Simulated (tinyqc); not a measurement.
Single-domain magnet: Stoner-Wohlfarth switching, Neel-Arrhenius retention, LLG dynamics and spin torque: one step, computed by the program tinyqc. Command: `OMP_NUM_THREADS=1 python tinyqc.py 3018040 3018041 out.jsonl macro walk`. One thread of a shared host (Intel(R) Xeon(R) Processor @ 2.30GHz), about 0.02 s of CPU time with the checks.

The moment is uniform, with unit vector m; z is the easy axis. mu_0 = 1.25663706212e-6 T m/A, gamma = 1.76085963023e11 rad/(s T).

Problem. Effective anisotropy. N_z = [p ln(p + sqrt(p^2 - 1))/sqrt(p^2 - 1) - 1]/(p^2 - 1); V = pi d^3 p/6; K_eff = K_u + K_shape, K_shape = -(mu_0 M_s^2/4)(3 N_z - 1); mu_0 H_K = 2 K_eff/M_s.

Inputs (values chosen for the exercise, for a model magnet):
```
quantity                      value    unit
saturation magnetisation M_s    879    kA/m
diameter d                       15      nm
aspect ratio p                  3.2       -
bulk anisotropy K_u             110  kJ/m^3
```

Shape: prolate spheroid, easy axis along it.

Give: demagnetising factor N_z; volume V; K_shape; K_eff; anisotropy field mu_0 H_K.

Solution.

demagnetising factor N_z = 0.1004

volume V = 5655 nm^3

K_shape = 169.6 kJ/m^3

K_eff = 279.6 kJ/m^3

anisotropy field mu_0 H_K = 0.6363 T

Shape gives 61 % of K_eff.
